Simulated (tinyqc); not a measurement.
# Double-gate transistor, scale length and short-channel effects: several studies

A body of thickness ts between two insulators of thickness ti and two tied gates. Below threshold the potential that source and drain add obeys Laplace's equation and vanishes on the gate. Its lowest mode decays along the channel as exp(-k y); k is the smallest positive root of the matching condition at the interface, and the scale length is Lambda = pi/k.

Inputs (values chosen for the exercise); permittivities: semiconductor made up, insulator close to that of silicon nitride: temperature T = 300 K; relative permittivity of the semiconductor eps_r = 14.7; relative permittivity of the insulator ei = 7.37; insulator thickness ti = 2.7 nm; body thickness ts = 6.8 nm; channel length L = 44 nm; potential of the source Vbi = 0.96 V; potential of the barrier top at threshold sT = 0.6 V; drain voltage Vds = 0.5 V.

Constants: q = 1.602176634e-19 C, kB = 1.380649e-23 J/K, Vt = kB T/q. Results are converted to the units shown.

Each table varies one quantity; the others keep the values above.

## Effect of the body thickness

k is the smallest positive root of f(k) = ei cos(k ti) cos(k ts/2) - eps_r sin(k ti) sin(k ts/2). Along the channel psi(y) = s + a exp(y/l) + b exp(-y/l) with psi(0) = Vbi, psi(L) = Vbi + Vds and l = 1/k = Lambda/pi; with A = Vbi - s, B = A + Vds, x = exp(-L/l): a = (B - A x) x/(1 - x^2), b = (A - B x)/(1 - x^2). The minimum is s + 2 sqrt(a b), at y = (l/2) ln(b/a). The long-channel potential follows the gate as s = sT + (Vg - VTL)/m, and the threshold VT is the gate voltage at which the minimum equals sT. Swing = m Vt ln 10/g at threshold, g = d(minimum)/ds = 1 - (b x + a)/((1 + x) sqrt(a b)). DIBL = [VT(0.05 V) - VT(Vds)]/(Vds - 0.05 V). sT and Vbi are held fixed; m = 1.

Effect of the body thickness:
```
ts (nm)	Lambda (nm)	L/Lambda	VT - VTL at Vds (mV)	DIBL (mV/V)	swing (mV/decade)
2.7	10.08	4.367	-1.170	0.8053	59.66
3.4	11.09	3.967	-2.199	1.514	59.78
4.2	12.20	3.608	-3.878	2.671	59.98
5.3	13.64	3.226	-7.108	4.902	60.36
6.6	15.26	2.883	-12.31	8.505	60.96
8.2	17.18	2.562	-20.70	14.34	61.94
10	19.25	2.286	-32.63	22.69	63.32
```

As ts goes from 2.7 to 10 nm, Lambda rises from 10.1 to 19.2 nm, DIBL rises from 0.805 to 22.7 mV/V and the swing rises from 59.7 to 63.3 mV a decade. On average Lambda goes as ts^(0.49). For ts = 2.7 to 3.4 nm the semiconductor is under 4 nm thick, where quantum confinement shifts the threshold.

## Effect of the insulator thickness

Same model as above.

Effect of the insulator thickness:
```
ti (nm)	Lambda (nm)	L/Lambda	VT - VTL at Vds (mV)	DIBL (mV/V)	swing (mV/decade)
0.9	10.150	4.3351	-1.2307	0.84693	59.671
1.2	11.141	3.9495	-2.2599	1.5558	59.791
1.5	12.083	3.6416	-3.6754	2.5316	59.957
2	13.566	3.2434	-6.9129	4.7671	60.335
2.6	15.238	2.8875	-12.213	8.4378	60.953
3.3	17.081	2.5760	-20.223	14.009	61.884
4.3	19.573	2.2480	-34.752	24.180	63.561
```

Read the table: what changes, and by how much?

As ti goes from 0.9 to 4.3 nm, Lambda rises from 10.1 to 19.6 nm, DIBL rises from 0.847 to 24.2 mV/V and the swing rises from 59.7 to 63.6 mV a decade. On average Lambda goes as ti^(0.42).

## A higher permittivity at fixed equivalent oxide thickness

Same model as above.

The equivalent oxide thickness 3.9 ti/ei is held at 1.4 nm, so ti = 1.4 ei/3.9 nm.

Result of one run:
```
ei	ti (nm)	Lambda (nm)	L/Lambda	DIBL (mV/V)	swing (mV/decade)
7.5	2.692	15.38	2.860	8.822	61.02
```

What becomes of these results when the relative permittivity of the insulator ei is changed from 7.5 to 3.9, all else the same?

Result of the changed run:
```
ei	ti (nm)	Lambda (nm)	L/Lambda	DIBL (mV/V)	swing (mV/decade)
3.9	1.400	14.89	2.954	7.576	60.81
```

The whole series:
```
ei	ti (nm)	Lambda (nm)	L/Lambda	DIBL (mV/V)	swing (mV/decade)
3.9	1.400	14.89	2.954	7.576	60.81
5	1.795	15.01	2.931	7.860	60.86
7.5	2.692	15.38	2.860	8.822	61.02
10	3.590	15.92	2.764	10.30	61.27
15	5.385	17.46	2.519	15.37	62.11
20	7.179	19.59	2.246	24.26	63.57
25	8.974	22.16	1.986	37.95	65.80
35	12.56	28.10	1.566	81.72	72.70
```

As ei goes from 3.9 to 35, Lambda rises from 14.9 to 28.1 nm, DIBL rises from 7.58 to 81.7 mV/V and the swing rises from 60.8 to 72.7 mV a decade. The ratio ei/ti is the same in every row, yet the insulator grows from 1.40 to 12.6 nm, and drain fields reach the channel sideways through it.

Computed by the program tinyqc: `OMP_NUM_THREADS=1 python tinyqc.py 2420008 2420009 out.jsonl`, one thread of a shared Intel Xeon 2.30GHz, about 0.01 s for the whole run.
